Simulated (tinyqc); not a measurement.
Inside a calculation. Method: CID on RHF in the 3-21g basis, for H3+, spin multiplicity 1. Computed by tinyqc, a small Python program that keeps every step (integrals from PySCF). Settings: charge = 1, multiplicity = 1, basis = 3-21g, method = RHF, energy threshold = 1e-10, iteration cap = 75, orthogonalisation = symmetric, start = atomic densities, DIIS depth = 6, ci = CID, davidson = 1. Command: `OMP_NUM_THREADS=1 python tinyqc.py 30374 30375 out.jsonl` (the two numbers bound the seeds that draw the settings). One thread of a shared host (Intel(R) Xeon(R) Processor @ 2.60GHz), about 0.08 s of CPU time with the checks. The early iterations of the SCF are left out here.

## One-electron integrals

Geometry (angstrom):
```
atom,x,y,z
H,0.0000,0.0000,0.0000
H,0.0000,0.0000,0.8080
H,0.0000,0.7000,0.4040
```

Basis 3-21g: exponents (1/bohr^2) and contraction coefficients of normalised primitives:
```
element,l (shell),exponent,coefficient
H,s (1),5.4472,0.1563
H,s (1),0.8245,0.9047
H,s (2),0.1832,1.0000
```

Overlap, kinetic and nuclear-attraction integrals over the contracted functions; the nuclear repulsion is the sum of Za Zb / Rab.

nuclear repulsion = 1.964414 hartree

overlap S:
```
,1H 1s,1H 2s,2H 1s,2H 2s,3H 1s,3H 2s
1H 1s,1.0000,0.6459,0.3426,0.4540,0.3425,0.4539
1H 2s,0.6459,1.0000,0.4540,0.8077,0.4539,0.8076
2H 1s,0.3426,0.4540,1.0000,0.6459,0.3425,0.4539
2H 2s,0.4540,0.8077,0.6459,1.0000,0.4539,0.8076
3H 1s,0.3425,0.4539,0.3425,0.4539,1.0000,0.6459
3H 2s,0.4539,0.8076,0.4539,0.8076,0.6459,1.0000
```

kinetic energy T (hartree):
```
,1H 1s,1H 2s,2H 1s,2H 2s,3H 1s,3H 2s
1H 1s,1.5494,0.2932,0.1308,0.1575,0.1305,0.1574
1H 2s,0.2932,0.2748,0.1575,0.1904,0.1574,0.1903
2H 1s,0.1308,0.1575,1.5494,0.2932,0.1305,0.1574
2H 2s,0.1575,0.1904,0.2932,0.2748,0.1574,0.1903
3H 1s,0.1305,0.1574,0.1305,0.1574,1.5494,0.2932
3H 2s,0.1574,0.1903,0.1574,0.1903,0.2932,0.2748
```

nuclear attraction V (hartree):
```
,1H 1s,1H 2s,2H 1s,2H 2s,3H 1s,3H 2s
1H 1s,-3.0246,-1.6044,-1.0371,-1.1769,-1.0365,-1.1767
1H 2s,-1.6044,-1.7423,-1.1769,-1.4830,-1.1766,-1.4828
2H 1s,-1.0371,-1.1769,-3.0246,-1.6044,-1.0365,-1.1767
2H 2s,-1.1769,-1.4830,-1.6044,-1.7423,-1.1766,-1.4828
3H 1s,-1.0365,-1.1766,-1.0365,-1.1766,-3.0245,-1.6043
3H 2s,-1.1767,-1.4828,-1.1767,-1.4828,-1.6043,-1.7423
```

core Hamiltonian H = T + V (hartree):
```
,1H 1s,1H 2s,2H 1s,2H 2s,3H 1s,3H 2s
1H 1s,-1.4752,-1.3112,-0.9063,-1.0195,-0.9059,-1.0193
1H 2s,-1.3112,-1.4676,-1.0195,-1.2926,-1.0192,-1.2925
2H 1s,-0.9063,-1.0195,-1.4752,-1.3112,-0.9059,-1.0193
2H 2s,-1.0195,-1.2926,-1.3112,-1.4676,-1.0192,-1.2925
3H 1s,-0.9059,-1.0192,-0.9059,-1.0192,-1.4751,-1.3111
3H 2s,-1.0193,-1.2925,-1.0193,-1.2925,-1.3111,-1.4675
```

## Two-electron integrals

Functions are numbered as in S; the eight-fold symmetry (ij|kl) = (ji|kl) = (kl|ij) leaves the list below.

Two-electron integrals (ij|kl) in chemists' order, unique and non-zero (hartree):
```
i,j,k,l,(ij|kl)
1,1,1,1,1.1401
2,1,1,1,0.6114
2,1,2,1,0.3452
2,2,1,1,0.6264
2,2,2,1,0.3803
2,2,2,2,0.4830
3,1,1,1,0.3158
3,1,2,1,0.1800
3,1,2,2,0.2006
3,1,3,1,0.1227
3,2,1,1,0.3083
3,2,2,1,0.1868
3,2,2,2,0.2330
3,2,3,1,0.1348
3,2,3,2,0.1699
3,3,1,1,0.6305
3,3,2,1,0.3908
3,3,2,2,0.5037
3,3,3,1,0.3158
3,3,3,2,0.4222
3,3,3,3,1.1401
4,1,1,1,0.4222
4,1,2,1,0.2393
4,1,2,2,0.2655
4,1,3,1,0.1348
4,1,3,2,0.1431
4,1,3,3,0.3083
4,1,4,1,0.1699
4,2,1,1,0.4771
4,2,2,1,0.2917
4,2,2,2,0.3766
4,2,3,1,0.1715
4,2,3,2,0.2109
4,2,3,3,0.4771
4,2,4,1,0.2109
4,2,4,2,0.3151
4,3,1,1,0.3908
4,3,2,1,0.2412
4,3,2,2,0.3130
4,3,3,1,0.1800
4,3,3,2,0.2393
4,3,3,3,0.6114
4,3,4,1,0.1868
4,3,4,2,0.2917
4,3,4,3,0.3452
4,4,1,1,0.5037
4,4,2,1,0.3130
4,4,2,2,0.4222
4,4,3,1,0.2006
4,4,3,2,0.2655
4,4,3,3,0.6264
4,4,4,1,0.2330
4,4,4,2,0.3766
4,4,4,3,0.3803
4,4,4,4,0.4830
5,1,1,1,0.3156
5,1,2,1,0.1799
5,1,2,2,0.2005
5,1,3,1,0.1047
5,1,3,2,0.1113
5,1,3,3,0.2381
5,1,4,1,0.1295
5,1,4,2,0.1619
5,1,4,3,0.1449
5,1,4,4,0.1800
5,1,5,1,0.1225
5,2,1,1,0.3082
5,2,2,1,0.1868
5,2,2,2,0.2329
5,2,3,1,0.1113
5,2,3,2,0.1311
5,2,3,3,0.2886
5,2,4,1,0.1362
5,2,4,2,0.1941
5,2,4,3,0.1768
5,2,4,4,0.2256
5,2,5,1,0.1347
5,2,5,2,0.1698
5,3,1,1,0.2381
5,3,2,1,0.1449
5,3,2,2,0.1800
5,3,3,1,0.1047
5,3,3,2,0.1295
5,3,3,3,0.3156
5,3,4,1,0.1113
5,3,4,2,0.1619
5,3,4,3,0.1799
5,3,4,4,0.2005
5,3,5,1,0.1047
5,3,5,2,0.1294
5,3,5,3,0.1225
5,4,1,1,0.2886
5,4,2,1,0.1768
5,4,2,2,0.2256
5,4,3,1,0.1113
5,4,3,2,0.1362
5,4,3,3,0.3082
5,4,4,1,0.1311
5,4,4,2,0.1941
5,4,4,3,0.1868
5,4,4,4,0.2329
5,4,5,1,0.1294
5,4,5,2,0.1678
5,4,5,3,0.1347
5,4,5,4,0.1698
5,5,1,1,0.6303
5,5,2,1,0.3907
5,5,2,2,0.5036
5,5,3,1,0.2382
5,5,3,2,0.2887
5,5,3,3,0.6303
5,5,4,1,0.2887
5,5,4,2,0.4279
5,5,4,3,0.3907
5,5,4,4,0.5036
5,5,5,1,0.3156
5,5,5,2,0.4221
5,5,5,3,0.3156
5,5,5,4,0.4221
5,5,5,5,1.1401
6,1,1,1,0.4221
6,1,2,1,0.2393
6,1,2,2,0.2654
6,1,3,1,0.1295
6,1,3,2,0.1362
6,1,3,3,0.2887
6,1,4,1,0.1679
6,1,4,2,0.2072
6,1,4,3,0.1768
6,1,4,4,0.2256
6,1,5,1,0.1347
6,1,5,2,0.1430
6,1,5,3,0.1113
6,1,5,4,0.1361
6,1,5,5,0.3082
6,1,6,1,0.1698
6,2,1,1,0.4771
6,2,2,1,0.2916
6,2,2,2,0.3766
6,2,3,1,0.1619
6,2,3,2,0.1941
6,2,3,3,0.4279
6,2,4,1,0.2072
6,2,4,2,0.3042
6,2,4,3,0.2646
6,2,4,4,0.3521
6,2,5,1,0.1714
6,2,5,2,0.2109
6,2,5,3,0.1619
6,2,5,4,0.2072
6,2,5,5,0.4771
6,2,6,1,0.2109
6,2,6,2,0.3150
6,3,1,1,0.2887
6,3,2,1,0.1768
6,3,2,2,0.2256
6,3,3,1,0.1295
6,3,3,2,0.1679
6,3,3,3,0.4221
6,3,4,1,0.1362
6,3,4,2,0.2072
6,3,4,3,0.2393
6,3,4,4,0.2654
6,3,5,1,0.1113
6,3,5,2,0.1361
6,3,5,3,0.1347
6,3,5,4,0.1430
6,3,5,5,0.3082
6,3,6,1,0.1311
6,3,6,2,0.1941
6,3,6,3,0.1698
6,4,1,1,0.4279
6,4,2,1,0.2646
6,4,2,2,0.3521
6,4,3,1,0.1619
6,4,3,2,0.2072
6,4,3,3,0.4771
6,4,4,1,0.1941
6,4,4,2,0.3042
6,4,4,3,0.2916
6,4,4,4,0.3766
6,4,5,1,0.1619
6,4,5,2,0.2072
6,4,5,3,0.1714
6,4,5,4,0.2109
6,4,5,5,0.4771
6,4,6,1,0.1941
6,4,6,2,0.3041
6,4,6,3,0.2109
6,4,6,4,0.3150
6,5,1,1,0.3907
6,5,2,1,0.2411
6,5,2,2,0.3130
6,5,3,1,0.1450
6,5,3,2,0.1768
6,5,3,3,0.3907
6,5,4,1,0.1768
6,5,4,2,0.2646
6,5,4,3,0.2411
6,5,4,4,0.3130
6,5,5,1,0.1799
6,5,5,2,0.2393
6,5,5,3,0.1799
6,5,5,4,0.2393
6,5,5,5,0.6114
6,5,6,1,0.1868
6,5,6,2,0.2916
6,5,6,3,0.1868
6,5,6,4,0.2916
6,5,6,5,0.3452
6,6,1,1,0.5036
6,6,2,1,0.3130
6,6,2,2,0.4222
6,6,3,1,0.1801
6,6,3,2,0.2256
6,6,3,3,0.5036
6,6,4,1,0.2256
6,6,4,2,0.3521
6,6,4,3,0.3130
6,6,4,4,0.4222
6,6,5,1,0.2005
6,6,5,2,0.2654
6,6,5,3,0.2005
6,6,5,4,0.2654
6,6,5,5,0.6264
6,6,6,1,0.2329
6,6,6,2,0.3766
6,6,6,3,0.2329
6,6,6,4,0.3766
6,6,6,5,0.3803
6,6,6,6,0.4830
```

## Orthogonalisation

S = U s U^T; symmetric (Loewdin) form X = U s^(-1/2) U^T, so that X^T S X = 1.

eigenvalues of S: 0.1233  0.1234  0.5283  0.7263  0.7266  3.7720

X:
```
,1H 1s,1H 2s,2H 1s,2H 2s,3H 1s,3H 2s
1H 1s,1.2661,-0.4927,-0.0988,0.0402,-0.0986,0.0402
1H 2s,-0.4927,2.0446,0.0402,-0.6116,0.0402,-0.6112
2H 1s,-0.0988,0.0402,1.2661,-0.4927,-0.0986,0.0402
2H 2s,0.0402,-0.6116,-0.4927,2.0446,0.0402,-0.6112
3H 1s,-0.0986,0.0402,-0.0986,0.0402,1.2661,-0.4927
3H 2s,0.0402,-0.6112,0.0402,-0.6112,-0.4927,2.0443
```

## Iteration 5 (converged): orbitals

converged F (hartree):
```
,1H 1s,1H 2s,2H 1s,2H 2s,3H 1s,3H 2s
1H 1s,-0.4729,-0.8479,-0.7343,-0.7604,-0.7341,-0.7603
1H 2s,-0.8479,-0.8151,-0.7604,-0.7928,-0.7603,-0.7928
2H 1s,-0.7343,-0.7604,-0.4729,-0.8479,-0.7341,-0.7603
2H 2s,-0.7604,-0.7928,-0.8479,-0.8151,-0.7603,-0.7928
3H 1s,-0.7341,-0.7603,-0.7341,-0.7603,-0.4727,-0.8478
3H 2s,-0.7603,-0.7928,-0.7603,-0.7928,-0.8478,-0.8150
```

Diagonalise F' = X^T F X, C = X C', fill 1 alpha and 1 beta electrons from the bottom; D = 2 C_occ C_occ^T. Each column has its largest component positive (the first on a tie).

F' = X^T F X (hartree):
```
,1,2,3,4,5,6
1,0.2260,-0.6053,-0.3820,-0.1045,-0.3818,-0.1045
2,-0.6053,-0.0054,-0.1045,-0.1704,-0.1045,-0.1704
3,-0.3820,-0.1045,0.2260,-0.6053,-0.3818,-0.1045
4,-0.1045,-0.1704,-0.6053,-0.0054,-0.1045,-0.1704
5,-0.3818,-0.1045,-0.3818,-0.1045,0.2260,-0.6053
6,-0.1045,-0.1704,-0.1045,-0.1704,-0.6053,-0.0054
```

orbital energies (hartree): MO1 -1.2618, MO2 -0.1612, MO3 -0.1611, MO4 0.3780, MO5 0.9338, MO6 0.9341

coefficients C:
```
,MO1,MO2,MO3,MO4,MO5,MO6
1H 1s,0.3029,-0.1218,0.2108,0.5880,0.5855,-1.0144
1H 2s,0.1374,-0.7896,1.3684,-0.5129,-0.7738,1.3406
2H 1s,0.3029,-0.1218,-0.2108,0.5880,0.5855,1.0144
2H 2s,0.1374,-0.7896,-1.3684,-0.5129,-0.7738,-1.3406
3H 1s,0.3029,0.2435,0.0000,0.5879,-1.1712,0.0000
3H 2s,0.1374,1.5794,0.0000,-0.5125,1.5479,0.0000
```

D after iteration 5:
```
,1H 1s,1H 2s,2H 1s,2H 2s,3H 1s,3H 2s
1H 1s,0.1835,0.0833,0.1835,0.0833,0.1835,0.0832
1H 2s,0.0833,0.0378,0.0833,0.0378,0.0832,0.0378
2H 1s,0.1835,0.0833,0.1835,0.0833,0.1835,0.0832
2H 2s,0.0833,0.0378,0.0833,0.0378,0.0832,0.0378
3H 1s,0.1835,0.0832,0.1835,0.0832,0.1835,0.0832
3H 2s,0.0832,0.0378,0.0832,0.0378,0.0832,0.0378
```

## Convergence

Stop when the energy changes by less than 1e-10 hartree and every element of the error matrix X^T (F D S - S D F) X is below 3e-06.

Course of the cycle:
```
iteration,E (hartree),change,largest element of the error matrix
1,-0.657460,-,1.75e-01
2,-1.265390,-6.08e-01,3.07e-02
3,-1.268460,-3.07e-03,6.30e-04
4,-1.268462,-1.30e-06,1.74e-06
5,-1.268462,-8.23e-12,4.62e-07
```

PySCF RHF in the same basis = -1.268462 hartree

Converged in 5 iterations.

## Integrals over molecular orbitals

(pq|rs) = sum C_ip C_jq C_kr C_ls (ij|kl), one index at a time.

one-electron integrals over orbitals h = C^T H C (hartree):
```
,1,2,3,4,5,6
1,-1.9710,0.0000,0.0000,-0.1506,0.0000,0.0000
2,0.0000,-1.0425,0.0000,0.0000,0.2465,0.0000
3,0.0000,0.0000,-1.0424,0.0000,0.0000,0.2465
4,-0.1506,0.0000,0.0000,-0.5463,0.0000,0.0000
5,0.0000,0.2465,0.0000,0.0000,-0.2127,0.0000
6,0.0000,0.0000,0.2465,0.0000,0.0000,-0.2125
```

Two-electron integrals over orbitals (pq|rs), unique and non-zero (hartree):
```
p,q,r,s,(pq|rs)
1,1,1,1,0.7092
2,1,1,1,-3.19e-05
2,1,2,1,0.0865
2,2,1,1,0.4839
2,2,2,1,0.0342
2,2,2,2,0.4382
3,1,3,1,0.0864
3,2,3,1,-0.0342
3,2,3,2,0.0325
3,3,1,1,0.4839
3,3,2,1,-0.0342
3,3,2,2,0.3732
3,3,3,3,0.4382
4,1,1,1,0.1506
4,1,2,1,-1.27e-05
4,1,2,2,0.0521
4,1,3,3,0.0521
4,1,4,1,0.0767
4,2,1,1,-1.49e-05
4,2,2,1,-0.0188
4,2,2,2,-0.0112
4,2,3,3,0.0112
4,2,4,1,-1.24e-05
4,2,4,2,0.0384
4,3,3,1,-0.0189
4,3,3,2,0.0112
4,3,4,3,0.0384
4,4,1,1,0.5005
4,4,2,1,-2.95e-05
4,4,2,2,0.3929
4,4,3,3,0.3929
4,4,4,1,0.0689
4,4,4,2,2.40e-06
4,4,4,4,0.4070
5,1,1,1,1.82e-05
5,1,2,1,-0.0795
5,1,2,2,-0.0319
5,1,3,3,0.0319
5,1,4,1,1.20e-05
5,1,4,2,-0.0157
5,1,4,4,1.70e-05
5,1,5,1,0.1092
5,2,1,1,-0.1630
5,2,2,1,-0.0290
5,2,2,2,-0.0821
5,2,3,3,-0.0646
5,2,4,1,-0.0649
5,2,4,2,-0.0061
5,2,4,4,-0.0786
5,2,5,1,0.0402
5,2,5,2,0.0928
5,3,3,1,0.0290
5,3,3,2,-0.0088
5,3,4,3,0.0061
5,3,5,3,0.0211
5,4,1,1,2.23e-05
5,4,2,1,-0.0725
5,4,2,2,-0.0289
5,4,3,3,0.0288
5,4,4,1,1.08e-05
5,4,4,2,0.0127
5,4,4,4,2.45e-05
5,4,5,1,0.0759
5,4,5,2,0.0272
5,4,5,4,0.0751
5,5,1,1,0.6279
5,5,2,1,0.0645
5,5,2,2,0.4864
5,5,3,3,0.4160
5,5,4,1,0.1298
5,5,4,2,0.0035
5,5,4,4,0.4605
5,5,5,1,-0.0829
5,5,5,2,-0.1738
5,5,5,4,-0.0652
5,5,5,5,0.6614
6,1,3,1,-0.0794
6,1,3,2,0.0319
6,1,4,3,-0.0157
6,1,5,3,-0.0401
6,1,6,1,0.1093
6,2,3,1,0.0290
6,2,3,2,-0.0088
6,2,4,3,0.0061
6,2,5,3,0.0197
6,2,6,1,-0.0402
6,2,6,2,0.0212
6,3,1,1,-0.1630
6,3,2,1,0.0290
6,3,2,2,-0.0646
6,3,3,3,-0.0821
6,3,4,1,-0.0649
6,3,4,2,0.0061
6,3,4,4,-0.0786
6,3,5,1,-0.0402
6,3,5,2,0.0519
6,3,5,4,-0.0272
6,3,5,5,-0.1128
6,3,6,3,0.0928
6,4,3,1,-0.0725
6,4,3,2,0.0288
6,4,4,3,0.0128
6,4,5,3,-0.0272
6,4,6,1,0.0759
6,4,6,2,-0.0272
6,4,6,4,0.0751
6,5,3,1,-0.0645
6,5,3,2,0.0351
6,5,4,3,-0.0035
6,5,5,3,-0.0305
6,5,6,1,0.0829
6,5,6,2,-0.0305
6,5,6,4,0.0652
6,5,6,5,0.0732
6,6,1,1,0.6279
6,6,2,1,-0.0646
6,6,2,2,0.4161
6,6,3,3,0.4864
6,6,4,1,0.1298
6,6,4,2,-0.0035
6,6,4,4,0.4605
6,6,5,1,0.0829
6,6,5,2,-0.1128
6,6,5,4,0.0652
6,6,5,5,0.5148
6,6,6,3,-0.1738
6,6,6,6,0.6614
```

## CID: determinants and Hamiltonian

Hartree-Fock energy = -1.268462 hartree

Slater-Condon rules over spin orbitals, with the nuclear repulsion added and E(HF) subtracted on the diagonal. Only determinants linked to the reference directly or through others are kept (one block of an abelian symmetry group), so some states are absent.

Occupation strings over the orbitals (2 doubly, a alpha, b beta, 0 empty; spin orbitals ordered 1a 1b 2a 2b ...): 200000 020000 0a0b00 0a00b0 002000 00a00b 0b0a00 000200 000ab0 0b00a0 000ba0 000020 00b00a 000002

H - E(HF) between determinants (hartree):
```
,200000,020000,0a0b00,0a00b0,002000,00a00b,0b0a00,000200,000ab0,0b00a0,000ba0,000020,00b00a,000002
200000,0.0000,0.0865,0.0000,-0.0795,0.0864,-0.0794,0.0000,0.0767,0.0000,0.0795,0.0000,0.1092,0.0794,0.1093
020000,0.0865,1.5861,-0.0112,0.1644,0.0325,-0.0088,0.0112,0.0384,-0.0061,-0.1644,0.0061,0.0928,0.0088,0.0212
0a0b00,0.0000,-0.0112,2.0369,-0.0289,0.0112,0.0288,-0.0384,0.0000,0.0127,0.0061,-0.1679,0.0272,-0.0061,-0.0272
0a00b0,-0.0795,0.1644,-0.0289,2.4641,-0.0088,0.0351,0.0061,0.0127,0.0035,-0.0928,-0.0272,0.0727,-0.0197,-0.0305
002000,0.0864,0.0325,0.0112,-0.0088,1.5863,0.1644,-0.0112,0.0384,0.0061,0.0088,-0.0061,0.0211,-0.1644,0.0928
00a00b,-0.0794,-0.0088,0.0288,0.0351,0.1644,2.4643,-0.0061,0.0128,-0.0035,-0.0197,0.0272,-0.0305,-0.0928,0.0727
0b0a00,0.0000,0.0112,-0.0384,0.0061,-0.0112,-0.0061,2.0369,0.0000,-0.1679,-0.0289,0.0127,-0.0272,0.0288,0.0272
000200,0.0767,0.0384,0.0000,0.0127,0.0384,0.0128,0.0000,2.5471,0.0000,-0.0127,0.0000,0.0751,-0.0128,0.0751
000ab0,0.0000,-0.0061,0.0127,0.0035,0.0061,-0.0035,-0.1679,0.0000,2.9343,-0.0272,-0.0751,-0.0652,0.0272,0.0652
0b00a0,0.0795,-0.1644,0.0061,-0.0928,0.0088,-0.0197,-0.0289,-0.0127,-0.0272,2.4641,0.0035,-0.0727,0.0351,0.0305
000ba0,0.0000,0.0061,-0.1679,-0.0272,-0.0061,0.0272,0.0127,0.0000,-0.0751,0.0035,2.9343,0.0652,-0.0035,-0.0652
000020,0.1092,0.0928,0.0272,0.0727,0.0211,-0.0305,-0.0272,0.0751,-0.0652,-0.0727,0.0652,3.4688,0.0305,0.0732
00b00a,0.0794,0.0088,-0.0061,-0.0197,-0.1644,-0.0928,0.0288,-0.0128,0.0272,0.0351,-0.0035,0.0305,2.4643,-0.0727
000002,0.1093,0.0212,-0.0272,-0.0305,0.0928,0.0727,0.0272,0.0751,0.0652,0.0305,-0.0652,0.0732,-0.0727,3.4692
```

## CID: roots

Diagonalise (each vector has its largest component positive (the first on a tie)); all determinants have Ms = 0, so triplets appear too. The lowest singlet root is the correlation energy.

lowest roots of this matrix, relative to E(HF) (hartree): -0.0290  1.4931  1.5775  1.9678  2.0280  2.3582  2.3868  2.5347

lowest vectors:
```
,root 1,root 2,root 3,root 4
200000,0.9934,0.0001,0.0869,0.0000
020000,-0.0559,0.6883,0.6886,0.0000
0a0b00,0.0000,0.0111,0.0000,0.6930
0a00b0,0.0338,-0.1166,-0.0947,0.0482
002000,-0.0559,-0.6865,0.6904,0.0000
00a00b,0.0338,0.1164,-0.0950,-0.0481
0b0a00,0.0000,-0.0111,0.0000,0.6930
000200,-0.0269,-0.0001,-0.0505,0.0000
000ab0,0.0000,0.0078,0.0000,0.1232
0b00a0,-0.0338,0.1166,0.0947,0.0482
000ba0,0.0000,-0.0078,0.0000,0.1232
000020,-0.0288,-0.0131,-0.0388,0.0000
00b00a,-0.0338,-0.1164,0.0950,-0.0481
000002,-0.0288,0.0130,-0.0388,0.0000
```

<S^2> of these roots: 0.0000  0.0000  0.0000  2.0000  0.0000  2.0000  2.0000  0.0000

weight of the ground state by excitation level 0, 1, 2, ...: 0.9868  0.0000  0.0132

## The lowest root by the Davidson method

Start from the reference; add the residual divided by (theta - H_ii), orthogonalised, at each step.

Davidson iterations:
```
iteration,subspace,lowest Ritz value (hartree),residual norm
1,1,0,2.64e-01
2,2,-0.028846,1.76e-02
3,3,-0.028951,1.25e-03
4,4,-0.028952,1.90e-05
5,5,-0.028952,9.94e-09
```
